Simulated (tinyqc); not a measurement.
Grain-boundary trapping model (Seto) of a polycrystalline semiconductor film: one step, computed by the program tinyqc. Command: `OMP_NUM_THREADS=1 python tinyqc.py 3015088 3015089 out.jsonl poly walk`. One thread of a shared host (Intel(R) Xeon(R) Processor @ 2.30GHz), about 0.01 s of CPU time with the checks.

Grains of equal size L are joined by thin boundaries with one trap level. Trapped carriers deplete a width W on each side and raise a barrier, crossed by thermionic emission. Dopants are fully ionised, statistics are non-degenerate and mu_g does not depend on T.

Problem. Barrier. N_c(T) = N_c (T/300 K)^(3/2). Filled traps Q = Q_t/(1 + (1/2) exp((E_t* - E_F)/k_B T)), where E_t* = e V_B - E_t and E_F are counted from the band edge at the grain centre. Partial depletion: Q = 2 N W, V_B = e N W^2/(2 eps eps_0), E_F = k_B T ln(N/N_c); solve for W. If that W would exceed L/2 the grain is fully depleted: W = L/2, Q = N L, and E_F follows from the trap equation. Centre density n_0 = N_c exp(E_F/k_B T).

Inputs (values chosen for the exercise, modelled on polycrystalline silicon):
```
quantity                                     value    unit
permittivity eps                              11.7       -
effective density of states at 300 K, N_c  2.8e+19  1/cm^3
grain size L                                    42      nm
trap density Q_t                           6.7e+11  1/cm^2
trap level E_t below the band edge            0.43      eV
doping N                                   1.6e+16  1/cm^3
temperature T                                  350       K
```

Grain interior: resistance included.

Constants: k_B = 8.617333262e-05 eV/K; e = 1.602176634e-19 C; eps_0 = 8.8541878128e-12 F/m.

Give: depletion width W; barrier V_B; E_F; centre density n_0.

Solution.

depletion width W = 21 nm

barrier V_B = 0.0054564 V

E_F = -0.51162 eV

centre density n_0 = 1.5156e+12 1/cm^3

The grain is fully depleted, and n_0 is 9.47e-5 of N.
